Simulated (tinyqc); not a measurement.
## Electron continuity equation in a given potential, Scharfetter-Gummel discretisation: three discretisations compared

Steady state in one dimension: J = q mu n E + q D dn/dx with E = -dpsi/dx and D = mu Vt, dJ/dx = q (n/tau - G), fixed densities nL and nR at the ends. The potential is given, psi = U x/L - Ub exp(-((x/L - xb)/sb)^2), and is not changed by the electrons.

11 equal intervals. Fluxes J_i = (q D/h)(n_(i+1) P_i - n_i Q_i), d_i = (psi_(i+1) - psi_i)/Vt: Scharfetter-Gummel P = B(d), Q = B(-d), B(d) = d/(exp(d) - 1); central P = 1 - d/2, Q = 1 + d/2; upwind P = 1 + max(-d, 0), Q = 1 + max(d, 0). Balance at each inner node: J_i - J_(i-1) = q h (n_i/tau - G). The reference is Scharfetter-Gummel on 2200 intervals.

Inputs (values chosen for the exercise); mobility that of a made-up semiconductor:

| symbol | value | unit | meaning |
|---|---|---|---|
| T | 350 | K | temperature |
| mu | 1440 | cm^2/(V s) | electron mobility |
| L | 3.5 | um | length of the region |
| nL | 1e12 | cm^-3 | density at x = 0 |
| nR | 2.3e11 | cm^-3 | density at x = L |
| tau | 4.8e-9 | s | lifetime |
| G | 0 | cm^-3 s^-1 | uniform generation rate |
| U | 1.2 | V | potential difference psi(L) - psi(0) |
| Ub | 0.11 | V | depth of the dip in psi (a barrier for electrons) |
| xb | 0.34 |  | position of the barrier over L |
| sb | 0.12 |  | width of the barrier over L |

Constants: q = 1.602176634e-19 C, kB = 1.380649e-23 J/K, Vt = kB T/q. Results are converted to the units shown.

Densities (cm^-3):
```
node  Scharfetter-Gummel   central    upwind  reference
0               1.000e12  1.000e12  1.000e12   1.000e12
1               1.212e12  9.795e11  1.242e12   1.138e12
2               2.015e12  2.124e12  1.676e12   1.948e12
3               1.231e12  1.380e12  1.037e12   1.603e12
4               6.228e11  6.154e11  6.029e11   6.861e11
5               7.213e11  6.403e11  7.093e11   6.567e11
6               9.251e11  9.136e11  8.753e11   9.033e11
7               9.682e11  9.645e11  9.070e11   9.759e11
8               9.690e11  9.885e11  9.020e11   9.786e11
9               9.672e11  9.088e11  8.761e11   9.769e11
10              9.467e11  1.180e12  7.604e11   9.561e11
11              2.300e11  2.300e11  2.300e11   2.300e11
```

What does the comparison show?

Largest errors as a share of the largest reference density listed: Scharfetter-Gummel 19 %, central 12 %, upwind 29 %. The largest |d| is 5.66. Upwinding stays positive but acts as if D were larger by the factor 1 + |d|/2, up to 3.83 here.

Computed by the program tinyqc: `OMP_NUM_THREADS=1 python tinyqc.py 2220126 2220127 out.jsonl`, one thread of a shared Intel Xeon 2.30GHz, about 0.01 s for the whole run.
